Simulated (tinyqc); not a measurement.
# Off-state leakage of single and stacked transistors: leakage components against the threshold

n-channel devices of unit width. Subthreshold current I(Vg, Vs, Vd) = I0 (T/300 K)^0.5 exp[(Vg - Vs - VT(T) - gb (Vs - Vb) + dd (Vd - Vs))/(nf Vt)] (1 - exp(-(Vd - Vs)/Vt)), VT(T) = VT - cT (T - 300 K). Gate-edge tunnelling Ig (Vd/1 V) exp(ag (Vd - 1 V)), for a gate at 0 V, and band-to-band leakage Ab u exp(-Bb/u), u = Vd - Vb + 1 V, flow at a drain held at V; both are taken as independent of T. In a stack of off transistors (all gates at 0 V) the same subthreshold current passes through each.

One transistor with Vg = Vs = 0, Vd = V; stack factor I(one)/I(two in series).

Values chosen for this exercise; values of the order met in bulk silicon logic transistors: temperature T = 300 K; supply voltage V = 0.9 V; fall of the threshold with temperature cT = 0.5 mV/K; current at threshold at 300 K I0 = 0.76 uA/um; slope factor nf = 1.28; drain-induced lowering per volt dd = 0.09; rise of the threshold per volt of source-body bias gb = 0.13; gate-edge tunnelling current at 1 V Ig = 0.0007 uA/um; exponential slope of the gate current ag = 4.2 1/V; prefactor of band-to-band leakage at the drain Ab = 10 uA/(um V); its exponential voltage Bb = 20 V; body voltage Vb = -0.6 V.

Constants: q = 1.602176634e-19 C, kB = 1.380649e-23 J/K, Vt = kB T/q. Results are converted to the units shown.

The same in every row: gate edge (nA/um) = 0.41394; band-to-band (nA/um) = 8.3866; stack factor = 10.605.

Results:
```
VT (V)	subthreshold (nA/um)	total (nA/um)	largest part
0.15	8.9438	17.744	subthreshold
0.2	1.9738	10.774	band-to-band
0.25	0.43559	9.2361	band-to-band
0.3	0.096130	8.8966	band-to-band
0.35	0.021215	8.8217	band-to-band
0.4	0.0046819	8.8052	band-to-band
0.45	0.0010332	8.8015	band-to-band
0.5	2.2802e-4	8.8007	band-to-band
0.6	1.1105e-5	8.8005	band-to-band
```

Estimate the missing row, VT = 0.55 V.

Computed row:
```
VT (V)	subthreshold (nA/um)	total (nA/um)	largest part
0.55	5.0322e-5	8.8006	band-to-band
```

With this row back in the table: As VT goes from 0.15 to 0.6, the total leakage falls from 17.7 to 8.80 nA/um. The subthreshold part leads at VT = 0.15, the band-to-band part from 0.2 on. The reduction by a stack of two stays at 10.6, for the subthreshold part alone.

tinyqc, about 0.04 s, one thread, Intel Xeon 2.30GHz (shared host): `OMP_NUM_THREADS=1 python tinyqc.py 2242142 2242143 out.jsonl`
